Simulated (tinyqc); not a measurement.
# Changing the temperature T

Model: electron mobility of a polar semiconductor by Rode's iterative solution of the Boltzmann equation. Computed by tinyqc, a small Python program. Command: `OMP_NUM_THREADS=1 python tinyqc.py 3018060 3018061 out.jsonl rode sweep`. One thread of a shared host (Intel(R) Xeon(R) Processor @ 2.30GHz), about 0.05 s of CPU time with the checks.

The distribution is f(E) + e F l(E) (-df/dE) cos(theta) for a weak field F, theta counted from the force; l(E) is a mean free path. Elastic processes enter by their momentum rate, polar optical phonons by out- and in-scattering terms. One valley only: where upper valleys lie close, measured mobilities are lower. The density n is prescribed, even where a narrow-gap material would have more intrinsic carriers.

Inputs (values chosen for the exercise, modelled on CdTe):
```
quantity                               value    unit
effective mass m                       0.095     m_0
static permittivity eps_s               10.2       -
high-frequency permittivity eps_inf      7.1       -
density rho                             5850  kg/m^3
sound velocity v_l                      3370     m/s
acoustic deformation potential D_A       5.5      eV
optical phonon energy hbar w            20.7     meV
piezoelectric coupling K               0.012       -
electron density n                   4.5e+16  1/cm^3
compensation ratio C                       0       -
grid points per phonon energy s            6       -
iteration cap                            200       -
```

Band: parabolic. Elastic processes: acoustic, piezoelectric, impurity.

Constants: k_B = 8.617333262e-05 eV/K; m_0 = 9.1093837015e-31 kg; e = 1.602176634e-19 C; hbar = 1.054571817e-34 J s; eps_0 = 8.8541878128e-12 F/m; k_B = 1.380649e-23 J/K; hbar = 6.582119569e-16 eV s.

Method:
- Parabolic band: E = hbar^2 k^2/(2 m), speed v = hbar k/m, states per spin, volume and energy g(E) = m k/(2 pi^2 hbar^2). Masses are multiplied by m_0 and all formulas are in SI units.
- The reduced Fermi level eta = E_F/(k_B T) solves n = 2 Z int g f dE with f = 1/(1 + exp(x - eta)) (Z = 1 unless valleys are given); screening length L_s = sqrt(eps_s eps_0 k_B T/(e^2 dn/deta)), dn/deta = 2 Z int g f (1 - f) dE.
- Integrals over x = E/(k_B T) use 160 Gauss-Legendre points in u = sqrt(x) from 0 to sqrt(max(eta, 0) + 32).
- N_I = n (1 + C)/(1 - C).
- Phonon occupation N_q = 1/(exp(hbar w/(k_B T)) - 1).
- Acoustic deformation potential (elastic, equipartition, absorption and emission together): 1/tau = 2 pi k_B T D_A^2 g(E)/(hbar rho v_l^2).
- Piezoelectric (elastic, unscreened, momentum relaxation): 1/tau = e^2 K^2 k_B T m (1 + 2 alpha E)/(2 pi eps_s eps_0 hbar^3 k), with alpha = 0 for a parabolic band.
- Singly charged impurities, momentum relaxation: 1/tau = N_I e^4 m (1 + 2 alpha E) Phi/(8 pi (eps_s eps_0)^2 hbar^3 k^3), with alpha = 0 for a parabolic band.
- Brooks-Herring: Phi = ln(1 + b) - b/(1 + b), b = 4 k^2 L_s^2.
- Polar optical, unscreened: W = e^2 w (1/eps_inf - 1/eps_s) m (1 + 2 alpha E') ln|(k + k')/(k - k')| / (4 pi eps_0 hbar^2 k), times N_q for absorption (E' = E + hbar w) and N_q + 1 for emission (E' = E - hbar w > 0), with alpha = 0 for a parabolic band; mean cosine of the angle <cos> = (k^2 + k'^2)/(2 k k') - 1/ln|(k + k')/(k - k')|.
- Energy grid E_j = (j + 1/2) hbar w/s, j = 0, 1, ..., up to (max(eta, 0) + 18) k_B T, so that E_j +/- hbar w are grid points; l = 0 beyond the grid; integrals are sums times the spacing.
- With f' = f(E'): out-scattering S_o = sum over absorption and emission of W (1 - f')/(1 - f); nu = sum of elastic rates; the in-scattering weights are c+ = W_abs <cos> (1 - f')/(1 - f) for E' = E + hbar w and c- likewise for emission.
- Iteration: l_new(E) = [v(E) + c+ l(E + hbar w) + c- l(E - hbar w)]/(nu + S_o), from l = 0.
- mu = e sum g v l f (1 - f) / (3 k_B T sum g f) over the grid; stop when mu changes by less than 1e-8 of itself.
- Self-energy RTA: l = v/(nu + S_o), the first iteration. Momentum RTA: l = v/(nu + S_o - c+ v(E + hbar w)/v - c- v(E - hbar w)/v), listed only where the denominator is positive on the whole grid. The polar-only value solves the same system with nu = 0; the elastic value takes l = v/nu.

One run for each value; columns: (1) temperature T (K); (2) mobility mu (cm^2/(V s)); (3) polar-phonon mobility (cm^2/(V s)); (4) elastic mobility (cm^2/(V s)); (5) error of the self-energy RTA (%); (6) iterations:
```
(1)     (2)    (3)    (4)      (5)  (6)
90   3300.4  10509   8772  -18.024   16
120  2424.6   4885  10241  -27.974   20
150  1933.6   3080  11451  -35.342   24
190  1564.1   2108  12591  -42.400   28
250  1269.4   1521  13395  -49.498   33
320  1080.6   1223  13370  -54.869   38
420   921.2   1013  12435  -59.731   43
540   800.8    874  10891  -63.339   47
700   693.6    761   8942  -66.305   50
```

Over the rows, mobility mu (cm^2/(V s)) falls from 3300 to 694 (exponent d ln y / d ln x -1.1 between the first rows and -0.55 between the last); polar-phonon mobility (cm^2/(V s)) falls from 10500 to 761 (exponent d ln y / d ln x -2.7 between the first rows and -0.53 between the last); elastic mobility (cm^2/(V s)) goes from 8770 through a maximum among these rows, 13400 at 250, to 8940. Polar scattering takes over from elastic scattering between 90.0 and 120 K. Between the first two rows ln(mu_polar) against 1/T has the slope 23.8 meV/k_B, to be set beside hbar w = 20.7 meV, since 1/N_q rules at low T. The self-energy RTA errs most, by 66 %, at 700 K.

Extremes, crossings and ranges named in words are read from the listed rows.
